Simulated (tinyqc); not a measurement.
# p-n diode with diffusion and depletion-layer recombination, step by step

Computed by the program tinyqc: `OMP_NUM_THREADS=1 python tinyqc.py 2260068 2260069 out.jsonl`, one thread of a shared Intel Xeon 2.30GHz, about 0.01 s for the whole run. Printed values are rounded.

Abrupt junction in the depletion approximation, low injection, full ionisation, neutral widths fixed, ohmic contact on the p side. Vj is the junction voltage; where a series resistance Rs is given, V = Vj + J Rs is the terminal voltage.

Inputs (values chosen for the exercise); band and dielectric values close to those of silicon:
- T = 300 K (temperature)
- Eg = 1.1 eV (band gap)
- eps_r = 11.5 (relative permittivity)
- Nc = 2.81e19 cm^-3 (conduction-band density of states at T)
- Nv = 2.63e19 cm^-3 (valence-band density of states at T)
- Na = 1.3e18 cm^-3 (acceptor density)
- Nd = 1.2e16 cm^-3 (donor density)
- mun = 250 cm^2/(V s) (electron mobility in the p side)
- mup = 420 cm^2/(V s) (hole mobility in the n side)
- tn = 7e-7 s (electron lifetime)
- tp = 2e-9 s (hole lifetime)
- wp = 1.3 um (neutral width of the p side)
- wn = 2.8 um (neutral width of the n side)
- Sp = 1e5 cm/s (recombination velocity at the n contact)
- Rs = 0.00052 ohm cm^2 (series resistance)
- Et = 0 eV (trap level above the intrinsic level)
- Vj = 0.31 V (junction voltage at which recombination is evaluated)
- V = 0.73 V (terminal voltage)

Constants: q = 1.602176634e-19 C, kB = 1.380649e-23 J/K, Vt = kB T/q, eps0 = 8.8541878128e-14 F/cm where lengths are in cm. Results are converted to the units shown.

Range of the model: At the terminal voltage used the injected minority density exceeds a tenth of the lighter doping, so the low-injection formulas overstate the current.

## Diffusion lengths and saturation currents

ni = sqrt(Nc Nv) exp(-Eg/(2 Vt)), Eg in volts; D = mu Vt; Ln = sqrt(Dn tn), Lp = sqrt(Dp tp); J0n = q ni^2 Dn coth(wp/Ln)/(Ln Na); J0p = (q ni^2 Dp/(Lp Nd)) (s + tanh(wn/Lp))/(1 + s tanh(wn/Lp)), s = Sp Lp/Dp.

ni = 1.56581e10 cm^-3
Ln = 21.2699 um
Lp = 1.47362 um
J0n = 1.50409e-12 A/cm^2
J0p = 2.42832e-10 A/cm^2

wp/Ln = 0.061 and wn/Lp = 1.9; holes carry 99.4 % of the diffusion current.

## Recombination in the depleted layer

ni = sqrt(Nc Nv) exp(-Eg/(2 Vt)), Eg in volts. Vbi = Vt ln(Na Nd/ni^2), W = sqrt(2 eps0 eps_r (Vbi - Vj)(1/Na + 1/Nd)/q), xp = W Nd/(Na + Nd), xn = W Na/(Na + Nd); u(x) = q Na (x + xp)^2/(2 eps0 eps_r) for x < 0 and Vbi - Vj - q Nd (xn - x)^2/(2 eps0 eps_r) for x > 0; p = Na exp(-u/Vt), n = Nd exp((u - Vbi + Vj)/Vt); U = ni^2 (exp(Vj/Vt) - 1)/(tp (n + ni exp(Et/Vt)) + tn (p + ni exp(-Et/Vt))); J_scr = q times the integral of U from -xp to xn. Trapezoid rule on 12 equal steps.

W = 233.877 nm
x, point 0 to 12 (nm): [-2.139, 17.351, 36.840, 56.330, 75.820, 95.310, 114.799, 134.289, 153.779, 173.269, 192.758, 212.248, 231.738]
u, point 0 to 12 (V): [0.000000, 0.077758, 0.153067, 0.221204, 0.282169, 0.335961, 0.382581, 0.422028, 0.454304, 0.479407, 0.497337, 0.508096, 0.511682]
n, point 0 to 12 (cm^-3): [3.04301e7, 6.16002e8, 1.13428e10, 1.58259e11, 1.67311e12, 1.34028e13, 8.13533e13, 3.74167e14, 1.30397e15, 3.44334e15, 6.88974e15, 1.04457e16, 1.2e16]
p, point 0 to 12 (cm^-3): [1.3e18, 6.42190e16, 3.48760e15, 2.49965e14, 2.36440e13, 2.95156e12, 4.86263e11, 1.05726e11, 3.03374e10, 1.14886e10, 5.74174e9, 3.78712e9, 3.29659e9]
U, point 0 to 12 (cm^-3 s^-1): [4.34712e13, 8.79998e14, 1.62038e16, 2.26068e17, 2.38808e18, 1.88027e19, 7.69504e19, 4.74705e19, 1.49835e19, 5.72842e18, 2.86773e18, 1.89231e18, 1.64737e18]
J_scr = 5.37558e-5 A/cm^2

With 2000 steps J_scr = 5.355e-5 A/cm^2; the coarse value is 0.38 % above it. U is largest at x = 115 nm among these points; the peak lies where tp n = tn p. On the fine grid U peaks at 8.213e19 cm^-3 s^-1, and J_scr/(q U_max) is 17.4 % of W, the effective width of the recombining zone.

## Starting value

Vj = V/2.

Vj at the start = 0.365 V

## Iteration 1: new Vj

J0 = J0n + J0p = 2.44336e-10 A/cm^2

Diffusion current alone: J = J0 (exp(Vj/Vt) - 1), g = Vj + J Rs - V, g' = 1 + Rs J0 exp(Vj/Vt)/Vt, Vj(new) = Vj - g/g'.

J = 3.30915e-4 A/cm^2
g = -0.365000 V
g' = 1.00001
Vj after iteration 1 = 0.729997 V

## Iteration 2: new Vj

As before.

J = 448.130 A/cm^2
g = 0.233025 V
g' = 10.0139
Vj after iteration 2 = 0.706727 V

## Iteration 3: new Vj

As before.

J = 182.172 A/cm^2
g = 0.0714569 V
g' = 4.66431
Vj after iteration 3 = 0.691407 V

## Course of the iteration

Stop when the step is below 1e-10 V, or after 15 iterations.

Course of the iteration:
```
iteration  Vj before the step (V)   step (V)
1                           0.365      0.365
2                        0.729997    -0.0233
3                        0.706727    -0.0153
4                        0.691407   -4.55e-3
5                        0.686853   -2.84e-4
6                        0.686568   -9.87e-7
7                        0.686567  -1.18e-11
```

Converged in 7 iterations.
